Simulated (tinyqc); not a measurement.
# Changing the emission angle from the normal

Model: X-ray photoelectron analysis of a thin oxide on a semiconductor: attenuation lengths, thickness, angle series and band offsets. Computed by tinyqc, a small Python program. Command: `OMP_NUM_THREADS=1 python tinyqc.py 3112163 3112164 out.jsonl xps sweep`. One thread of a shared host (Intel(R) Xeon(R) Processor @ 2.30GHz), about 0.01 s of CPU time with the checks.

The same element is seen in the oxide and in the substrate, at nearly the same kinetic energy; films are flat and uniform, and the work function is ignored.

Inputs (values chosen for the exercise, modelled on SiO2 on silicon):
```
quantity                                          value    unit
photon energy                                       650      eV
binding energy of the core level                   99.4      eV
oxide density                                      2.21  g/cm^3
oxide formula mass                                60.08   g/mol
valence electrons per oxide formula                  16       -
oxide gap                                          9.08      eV
substrate density                                  2.33  g/cm^3
substrate formula mass                            28.09   g/mol
valence electrons per substrate formula               4       -
substrate gap                                      1.12      eV
oxide thickness d                                   1.9      nm
attenuation length over inelastic mean free path   0.88       -
carbon overlayer                                   0.89      nm
counts in the two peaks together                  80000       -
```

Method:
- TPP-2M: lambda = E/(E_p^2 [b ln(c E) - C/E + D/E^2]) in angstrom, E_p = 28.8 sqrt(N_v rho/M), b = -0.10 + 0.944/sqrt(E_p^2 + E_g^2) + 0.069 rho^0.1, c = 0.191/sqrt(rho), U = N_v rho/M, C = 1.97 - 0.91 U, D = 53.4 - 20.8 U, with E = photon energy less binding energy in eV.
- Attenuation length L = factor x lambda.
- R_0 = (rho_o/M_o) L_o/((rho_s/M_s) L_s); peak ratio R = I_ox/I_sub = R_0 [exp(d/(L_o cos theta)) - 1]; hence d = L_o cos theta ln(1 + R/R_0). A carbon layer weakens both peaks alike, by exp(-d_C/(L_o cos theta)) if its L is taken equal to L_o. This R_0 leaves out intrinsic losses from the substrate peak, so calibrated values can be larger.
- With x = d/(L_o cos theta): d ln d/d ln R = (1 - exp(-x))/x = -d ln d/d ln R_0; counting error of R = 1/sqrt(N f (1 - f)), f the oxide share, which times the sensitivity gives that of d; an angle error adds tan(theta) d theta; d is proportional to L_o at fixed R_0. Assumed errors: 5 % in R_0, 1 degree, 5 % in L_o.

One run for each value:
```
emission angle from the normal (degrees)  ratio R  depth 3 L_o cos theta (nm)  angle (%)  attenuation by carbon
0                                            1.16                       5.128      0.000                 0.5941
9                                            1.18                       5.065      0.276                 0.5903
18                                           1.26                       4.877      0.567                 0.5784
27                                           1.41                       4.569      0.889                 0.5575
36                                           1.68                       4.149      1.268                 0.5254
45                                           2.17                       3.626      1.745                 0.4789
54                                           3.20                       3.014      2.402                 0.4124
63                                           6.01                       2.328      3.425                 0.3176
72                                          20.17                       1.585      5.372                 0.1855
```

Over the rows, ratio R rises from 1.16 to 20.2; depth 3 L_o cos theta (nm) falls from 5.13 to 1.58; angle (%) rises from 0 to 5.37.

Caution (rows 63.0, 72.0): beyond about 60 degrees elastic scattering and roughness make a single attenuation length unreliable.

Extremes, crossings and ranges named in words are read from the listed rows.
